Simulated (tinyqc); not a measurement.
Strain, valley repopulation and piezoresistance in a many-valley conduction band: one step, computed by the program tinyqc. Command: `OMP_NUM_THREADS=1 python tinyqc.py 3015224 3015225 out.jsonl valleys walk`. One thread of a shared host (Intel(R) Xeon(R) Processor @ 2.30GHz), about 0.02 s of CPU time with the checks.

Valleys are ellipsoids with mass m_l along the axis a and m_t across it, parabolic, with one constant relaxation time; strain shifts the valleys and leaves the masses alone. Currents are taken along [100], in the plane, and along [001], across the plane.

Task: Strain. Compliances S11 = (C11 + C12)/((C11 - C12)(C11 + 2 C12)), S12 = -C12/((C11 - C12)(C11 + 2 C12)), S44 = 1/C44; stress sigma_xx = sigma_yy = X, all else 0; e_xx = S11 sigma_xx + S12 (sigma_yy + sigma_zz), e_xy = S44 sigma_xy/2 (tensor strain).

Inputs (values chosen for the exercise, modelled on silicon):
```
quantity                     value  unit
C11                            167   GPa
C12                           63.6   GPa
C44                           80.3   GPa
stress X (tension positive)   -270   MPa
```

Valley axes: <100> (6 valleys in 3 pairs). Load: biaxial in the (001) plane.

Give: strain tensor.

Result:

strain tensor (%):
```
         x        y       z
x  -0.1482   0.0000  0.0000
y   0.0000  -0.1482  0.0000
z   0.0000   0.0000  0.1129
```
